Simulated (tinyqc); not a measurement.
Hubbard chain of 2 sites, step by step. One step of it, computed by the program tinyqc.

Task: The many-body Hamiltonian. Basis: all placements (u, d, 2, 0 on each site), up operators ordered before down ones; hops carry the sign of the same-spin electrons passed.

one-body matrix (hopping and site energies) (eV), order 1, 2:
```
[[0.100000, -1.860000],
 [-1.860000, 0.910000]]
```

U = 2.600000 eV

electrons, up and down: [1, 1]

Give: H.

Result:

H (eV), order 20, ud, du, 02:
```
[[2.800, -1.860, -1.860, 0.000],
 [-1.860, 1.010, 0.000, -1.860],
 [-1.860, 0.000, 1.010, -1.860],
 [0.000, -1.860, -1.860, 4.420]]
```
